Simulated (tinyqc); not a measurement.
Effective-mass impurity with a central-cell term, in a basis of Slater functions: one step, computed by the program tinyqc.

The envelope obeys H = -nabla^2 - (2/r) [Z + A exp(-kappa r)] in effective units, with kappa = a*/lambda; positive A deepens the well near the core.

Problem. Generalised eigenproblem. (T + V + W) c = E S c with c^T S c = 1 and the largest component positive.

Impurity: acceptor, one isotropic band.

kinetic T (Ry*):
```
           1          2          3          4
1       0.16  0.2857510  0.3310528  0.2895398
2  0.2857510     0.8464   1.511623   1.751269
3  0.3310528   1.511623   4.477456   7.996484
4  0.2895398   1.751269   7.996484   23.68574
```

Coulomb V (Ry*):
```
            1          2           3           4
1        -0.8  -1.024976  -0.9840841  -0.7833423
2   -1.024976      -1.84   -2.357446   -2.263393
3  -0.9840841  -2.357446      -4.232   -5.422125
4  -0.7833423  -2.263393   -5.422125     -9.7336
```

central cell W (Ry*):
```
             1            2           3           4
1  -0.01686122  -0.05070022  -0.1304056  -0.2591075
2  -0.05070022   -0.1540235  -0.4037433  -0.8254802
3   -0.1304056   -0.4037433   -1.096861   -2.371404
4   -0.2591075   -0.8254802   -2.371404   -5.624429
```

overlap S:
```
          1         2         3         4
1  1.000000  0.776497  0.391130  0.148732
2  0.776497  1.000000  0.776497  0.391130
3  0.391130  0.776497  1.000000  0.776497
4  0.148732  0.391130  0.776497  1.000000
```

Give: two lowest levels; coefficients of the lowest state; <T>; <W>.

Solution.

two lowest levels (Ry*): -1.2959  -0.2810

coefficients of the lowest state: -0.12455  0.81895  0.30101  0.02562

<T> = 1.8485 Ry*

<W> = -0.45513 Ry*
